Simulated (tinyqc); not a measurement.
p-n diode with diffusion and depletion-layer recombination: two steps of the calculation.

Abrupt junction in the depletion approximation, low injection, full ionisation, neutral widths fixed, ohmic contact on the p side. Vj is the junction voltage; where a series resistance Rs is given, V = Vj + J Rs is the terminal voltage.

Values chosen for this exercise; band and dielectric values close to those of silicon:
```
symbol,value,unit,meaning
T,325,K,temperature
Eg,1.13,eV,band gap
eps_r,11.5,,relative permittivity
Nc,3.2e19,cm^-3,conduction-band density of states at T
Nv,2.94e19,cm^-3,valence-band density of states at T
Na,1.1e16,cm^-3,acceptor density
Nd,1.9e15,cm^-3,donor density
tn,5e-9,s,electron lifetime
tp,1e-8,s,hole lifetime
Rs,0.0016,ohm cm^2,series resistance
Et,0,eV,trap level above the intrinsic level
Vj,0.29,V,junction voltage at which recombination is evaluated
V,0.78,V,terminal voltage
```

Constants: q = 1.602176634e-19 C, kB = 1.380649e-23 J/K, Vt = kB T/q, eps0 = 8.8541878128e-14 F/cm where lengths are in cm. Results are converted to the units shown.

Task 1. Recombination in the depleted layer. ni = sqrt(Nc Nv) exp(-Eg/(2 Vt)), Eg in volts. Vbi = Vt ln(Na Nd/ni^2), W = sqrt(2 eps0 eps_r (Vbi - Vj)(1/Na + 1/Nd)/q), xp = W Nd/(Na + Nd), xn = W Na/(Na + Nd); u(x) = q Na (x + xp)^2/(2 eps0 eps_r) for x < 0 and Vbi - Vj - q Nd (xn - x)^2/(2 eps0 eps_r) for x > 0; p = Na exp(-u/Vt), n = Nd exp((u - Vbi + Vj)/Vt); U = ni^2 (exp(Vj/Vt) - 1)/(tp (n + ni exp(Et/Vt)) + tn (p + ni exp(-Et/Vt))); J_scr = q times the integral of U from -xp to xn. Trapezoid rule on 12 equal steps.

Find: W; x; u; n; p; U; J_scr.

Result 1.

W = 521.35 nm
x, point 0 to 12 (nm): [-76.79, -33.34, 10.10, 53.55, 97.00, 140.44, 183.89, 227.33, 270.78, 314.23, 357.67, 401.12, 444.56]
u, point 0 to 12 (V): [0.00000, 0.01634, 0.06430, 0.11791, 0.16588, 0.20820, 0.24488, 0.27592, 0.30131, 0.32106, 0.33517, 0.34364, 0.34646]
n, point 0 to 12 (cm^-3): [8.0578e9, 1.4439e10, 8.0056e10, 5.4289e11, 3.0097e12, 1.3640e13, 5.0539e13, 1.5308e14, 3.7905e14, 7.6731e14, 1.2698e15, 1.7179e15, 1.9000e15]
p, point 0 to 12 (cm^-3): [1.1000e16, 6.1388e15, 1.1072e15, 1.6327e14, 2.9450e13, 6.4980e12, 1.7538e12, 5.7902e11, 2.3384e11, 1.1551e11, 6.9802e10, 5.1595e10, 4.6650e10]
U, point 0 to 12 (cm^-3 s^-1): [1.6115e18, 2.8876e18, 1.6006e19, 1.0775e20, 4.9753e20, 5.2232e20, 1.7212e20, 5.7761e19, 2.3371e19, 1.1549e19, 6.9794e18, 5.1590e18, 4.6646e18]
J_scr = 9.9301e-4 A/cm^2

Task 2. New Vj. Diffusion current alone: J = J0 (exp(Vj/Vt) - 1), g = Vj + J Rs - V, g' = 1 + Rs J0 exp(Vj/Vt)/Vt, Vj(new) = Vj - g/g'.

Vj at the start = 0.39 V
J0 = J0n + J0p = 5.8484639e-8 A/cm^2

Give: J; g; g'; Vj after iteration 1.

Result 2.

J = 0.065279 A/cm^2
g = -0.38990 V
g' = 1.0037
Vj after iteration 1 = 0.77845 V

Computed by the program tinyqc: `OMP_NUM_THREADS=1 python tinyqc.py 2260032 2260033 out.jsonl`, one thread of a shared Intel Xeon 2.30GHz, about 0.01 s for the whole run.
